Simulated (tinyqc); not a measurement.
Small-signal admittance of a forward-biased p+-n diode: effect of the width of the neutral base.

Holes injected into a neutral base of width wb with an ohmic contact at its end; low injection, p0 far above the equilibrium density. A small voltage v exp(i w t), w = 2 pi f, modulates the edge density by p0 v/Vt, and the small-signal density obeys Dp d2p/dx2 = (1/tau + i w) p.

L = sqrt(Dp tau); direct current J = (q Dp p0/L) coth(wb/L); k = sqrt(1 + i w tau)/L; diffusion admittance Y = (q Dp p0/Vt) k coth(k wb) = G + i w C_diff; junction capacitance C_j = sqrt(q eps0 eps_r Nd/(2 Vr)) in the depletion approximation, with the remaining barrier Vr = Vt ln(Na/p0), a rough value under forward bias; base-width modulation is left out. Measured admittance 1/[Rs + 1/(Y + i w C_j)].

Values chosen for this exercise; permittivity close to that of silicon: temperature T = 350 K; relative permittivity eps_r = 11.7; donor density of the base Nd = 1e15 cm^-3; hole diffusion coefficient Dp = 8.2 cm^2/s; hole lifetime tau = 3e-6 s; excess hole density at the junction edge p0 = 4.4e13 cm^-3; acceptor density of the p+ side Na = 4e18 cm^-3; series resistance Rs = 0.0023 ohm cm^2; signal frequency f = 2.3e5 Hz.

Constants: q = 1.602176634e-19 C, kB = 1.380649e-23 J/K, Vt = kB T/q, eps0 = 8.8541878128e-14 F/cm where lengths are in cm. Results are converted to the units shown.

The same in every row: w tau = 4.335; C_j (uF/cm^2) = 0.01552.

Result of one run:
```
wb (um),G (S/cm^2),C_diff (uF/cm^2),measured G (S/cm^2),measured C (uF/cm^2),phase of the measured Y (degrees)
38,0.6579,0.2655,0.6573,0.2802,31.63
```

What becomes of these results when the width of the neutral base wb is changed from 38 to 2.5 um, all else the same?

Result of the changed run:
```
wb (um),G (S/cm^2),C_diff (uF/cm^2),measured G (S/cm^2),measured C (uF/cm^2),phase of the measured Y (degrees)
2.5,7.673,0.01947,7.540,0.03379,0.3711
```

The whole series:
```
wb (um),G (S/cm^2),C_diff (uF/cm^2),measured G (S/cm^2),measured C (uF/cm^2),phase of the measured Y (degrees)
2.5,7.673,0.01947,7.540,0.03379,0.3711
4.9,3.924,0.03813,3.889,0.05269,1.122
9.7,2.002,0.07518,1.993,0.08987,3.728
19,1.066,0.1448,1.064,0.1596,12.23
38,0.6579,0.2655,0.6573,0.2802,31.63
76,0.6278,0.3526,0.6275,0.3671,40.21
150,0.6379,0.3511,0.6376,0.3656,39.64
300,0.6379,0.3512,0.6376,0.3656,39.65
```

As wb goes from 2.5 to 300, G goes from 7.67 through a minimum of 0.628 (at wb = 76 among the rows listed) to 0.638 S/cm^2, C_diff moves up and down between 0.0195 and 0.353 uF/cm^2 and the measured C goes from 0.0338 through a maximum of 0.367 (at wb = 76 among the rows listed) to 0.366 uF/cm^2. C_diff exceeds C_j in every row.

tinyqc, about 0.01 s, one thread, Intel Xeon 2.30GHz (shared host): `OMP_NUM_THREADS=1 python tinyqc.py 2890205 2890206 out.jsonl`
